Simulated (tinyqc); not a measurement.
Tersoff bond-order potential: one step, computed by the program tinyqc. Command: `OMP_NUM_THREADS=1 python tinyqc.py 3025698 3025699 out.jsonl tersoff walk`. One thread of a shared host (Intel(R) Xeon(R) Processor @ 2.30GHz), about 0.01 s of CPU time with the checks.

E = (1/2) sum_(i, j != i) [A exp(-lambda r_ij) - b_ij B exp(-mu r_ij)], b_ij = (1 + (beta zeta_ij)^n)^(-1/(2n)), zeta_ij = sum_(k != i, j) g(theta_ijk), g = 1 + c^2/d^2 - c^2/(d^2 + (h - cos theta)^2), with theta at atom i. Only nearest neighbours count (cut-off function 1 for them, 0 beyond).

Question. Unrelaxed vacancy. Each of the four neighbours loses one bond; its three other bonds now have zeta = 2 g, for the direction that starts at it. E_v = -E + 12 x (1/2)(b(3g) - b(2g)) B exp(-mu r), where -E is the pair-like cost.

Inputs (values chosen for the exercise, modelled on germanium): B = 422.96 eV; mu = 1.7047 1/angstrom; beta = 8.98e-07; n = 0.7534.

zeta = 7168.757

energy per atom of the diamond lattice = -3.874812 eV

bond order b = 0.9854438

bond length = 2.450058 angstrom

Give: b(2g); unrelaxed vacancy energy E_v.

Answer.

b(2g) = 0.9892

unrelaxed vacancy energy E_v = 3.728 eV

Stronger back bonds return 0.147 eV, so E_v is 96 % of the cohesive energy.
